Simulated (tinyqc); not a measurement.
# Deal-Grove kinetics of thermal oxidation of silicon, step by step

A worked calculation. Computed by tinyqc, a small Python program that keeps every step. Command: `OMP_NUM_THREADS=1 python tinyqc.py 3009676 3009677 out.jsonl oxide walk`. One thread of a shared host (Intel(R) Xeon(R) Processor @ 2.30GHz), about 0.06 s of CPU time with the checks. Intermediate numbers are printed to about 5 digits and carried at full precision; extremes and crossings named in words are read from the listed rows.

Oxidant diffuses through the oxide and reacts at the interface, so that dx/dt = B/(A + 2x) for the oxide thickness x.

Inputs (values chosen for the exercise, close to those used for silicon): prefactor B0 = 832 um^2/h; activation energy E_B = 1.24 eV; prefactor (B/A)0 = 3.57e+06 um/h; activation energy E_A = 2.01 eV; temperature T = 975 C; oxidant pressure p = 0.1 atm; pressure exponent m of B/A = 0.73; initial oxide x_i = 0.01 um; time t = 2 h; ratio c of the extra rate to B/A = 4; decay length L = 0.0059 um.

Ambient: dry oxygen. Surface: (100). Extension: thin-film term.

Constants: k_B = 8.617333262e-05 eV/K.

## Rate constants

B = B0 p exp(-E_B/(k_B T)), B/A = (B/A)0 p^m exp(-E_A/(k_B T)), p in atm; A = B/(B/A). Temperatures in kelvin are T(C) + 273.15.

parabolic constant B = 8.1894e-04 um^2/h

linear constant B/A = 0.0050897 um/h

length A = 0.16090 um

Reaction at the interface limits growth while x is well below A/2 = 0.0805 um, diffusion once x is well above it.

## Thickness after the oxidation

tau = (x_i^2 + A x_i)/B and x = (A/2) [sqrt(1 + 4 B (t + tau)/A^2) - 1], the root of x^2 + A x = B (t + tau). Silicon consumed is 0.44 times the oxide grown; the rate is B/(A + 2x).

tau = 2.0869 h

oxide thickness x = 0.018641 um

silicon consumed = 0.0038021 um

final growth rate = 0.0041322 um/h

2x/A = 0.232: the interface reaction limits the rate.

## Full law against its linear and parabolic limits

Linear limit x = (B/A)(t + tau); parabolic limit x = sqrt(B (t + tau)).

Thickness (um):
```
t (h)     full  linear limit  parabolic limit    2x/A
0.05   0.01023       0.01088          0.04183  0.1271
0.1    0.01045       0.01113          0.04232  0.1299
0.25   0.01112       0.01189          0.04375  0.1383
0.5    0.01224       0.01317          0.04603  0.1521
1      0.01442       0.01571          0.05028  0.1792
2      0.01864       0.02080          0.05785  0.2317
4      0.02659       0.03098          0.07060  0.3305
8      0.04093       0.05134          0.09089  0.5087
16     0.06544       0.09206          0.12170  0.8134
32     0.10499       0.17349          0.16708  1.3050
```

Both limits lie above the full result, since each drops one resistance. The linear law overshoots by 6.4 % in the first row and 65 % in the last, the parabolic law by 310 % and 59 %. The better limit switches between 16 and 32 h; both give the same value where B (t + tau) = A^2, at 2x/A = sqrt5 - 1 = 1.24.

## A single trial Runge-Kutta step of the thin-film equation

With f(x) = B/(A + 2x) + c (B/A) exp(-x/L) and h = L/(4 f(x_i)): k1 = f(x_i), k2 = f(x_i + h k1/2), k3 = f(x_i + h k2/2), k4 = f(x_i + h k3), x = x_i + h (k1 + 2 k2 + 2 k3 + k4)/6.

step h = 0.17846 h

k1 to k4 (um/h): [0.0082652, 0.0077893, 0.0078153, 0.0074095]

x after the step = 0.011394 um

## Thickness with the thin-film term

Thin-film (Massoud) form: dx/dt = B/(A + 2x) + c (B/A) exp(-x/L), integrated from x_i by fourth-order Runge-Kutta in 2000 steps, the i-th of length (2 i - 1) t/2000^2.

thickness with the thin-film term = 0.021477 um

The extra term adds 2.84 nm to the Deal-Grove value.

## What the thin-film term adds

The formulas are those given above.

Thickness:
```
t (h)  Deal-Grove (um)  with the term (um)  difference (nm)
0.02           0.01009             0.01016           0.0737
0.05           0.01023             0.01041           0.1804
0.1            0.01045             0.01080           0.3484
0.3            0.01135             0.01227           0.9189
1              0.01442             0.01654           2.1173
3              0.02269             0.02579           3.0964
10             0.04750             0.05035           2.8475
30             0.10052             0.10255           2.0302
```

The gain reaches at most 3.10 nm among these rows, at 3 h, and then shrinks, because the thicker film grows more slowly once diffusion matters. If the base rate kept its starting value B/(A + 2 x_i), the gain would level off at L ln(1 + c (1 + 2 x_i/A) exp(-x_i/L)) = 3.55 nm.

Checks made by the program: closed form against Runge-Kutta integration of dx/dt (relative difference below 1e-10).
